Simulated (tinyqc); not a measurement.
Exchange-split free-electron bands and tunnelling magnetoresistance, step by step. Values are carried at full precision from step to step, so a last printed digit may differ when a step is redone from the rounded ones.

Majority and minority bands E = c k^2/m -/+ Dx/2, c = hbar^2/2m0, so k_up = sqrt(m (EF + Dx/2)/c), k_dn = sqrt(m (EF - Dx/2)/c); n_s = k_s^3/(6 pi^2), D_s = m k_s/(4 pi^2 c).

Constants: hbar^2/2m0 = 3.80998211 eV angstrom^2.

Values chosen for the exercise:
- EF = 2.33 eV (Fermi energy above the mean band bottom)
- Dx = 4.17 eV (exchange splitting)
- m = 1.22 m0 (mass in the electrodes)
- mb = 0.9 m0 (mass in the barrier)
- phi = 1.4 eV (barrier height above EF)
- d = 8.9 angstrom (barrier thickness)

## The two Fermi spheres

Give k_s, n_s, D_s, the moment per electron (n_up - n_dn)/n and three polarisations: of D, of D v and of D v^2 (v proportional to k).

k_up, k_dn (1/angstrom): [1.1890, 0.2801]

n_up, n_dn (1/angstrom^3): [0.02839, 0.00037]

D_up, D_dn (1/(eV angstrom^3)): [0.00964, 0.00227]

moment per electron = 0.9742 muB

polarisations: D 0.6187, D v 0.8948, D v^2 0.9742

The three numbers differ although they describe one band structure: each probe (density of states, ballistic current, diffusive current) weights the velocity differently.

## Transmissions

Barrier: kappa = sqrt(mb phi/c), c = hbar^2/2m0. With a = k1/m, b = k2/m, w = kappa/mb, the transmission at normal incidence is T(k1, k2) = 4 a b w^2/[w^2 (a + b)^2 + (w^2 + a^2)(w^2 + b^2) sinh^2(kappa d)]. Parallel: G_P = T(up, up) + T(dn, dn); antiparallel: G_AP = 2 T(up, dn); TMR = (G_P - G_AP)/G_AP. Julliere: TMR = 2 P^2/(1 - P^2). Slonczewski factor: P_eff = P_k (w^2 - a_up a_dn)/(w^2 + a_up a_dn), P_k = (k_up - k_dn)/(k_up + k_dn).

Evaluate kappa and the three T.

kappa = 0.5751 1/angstrom
kappa d = 5.118

T: up-up 0.0001206, dn-dn 5.808e-05, up-dn 8.368e-05

The majority channel transmits more, by a factor 2.08; the common factor exp(-2 kappa d) is 3.58e-05.

## Magnetoresistance

From the T, and from the Julliere formula with P_k and with P_eff.

TMR from T = 6.75 %
P_k = 0.6187
P_eff = 0.1806
Julliere with P_k = 124.03 %
Julliere with P_eff = 6.75 %

The interface factor is +0.292. The plain Julliere value lies 117.3 points above the result and the one with P_eff 0.00 points from it. Symmetry filtering in crystalline barriers, which gives far larger values, is outside this model.

## Checks

- TMR of a thick barrier against the Julliere formula with P_eff: both 0.06746.

tinyqc: `OMP_NUM_THREADS=1 python tinyqc.py 1650175 1650176 out.jsonl`; about 0.01 s, one thread, shared Intel(R) Xeon(R) Processor @ 2.30GHz.
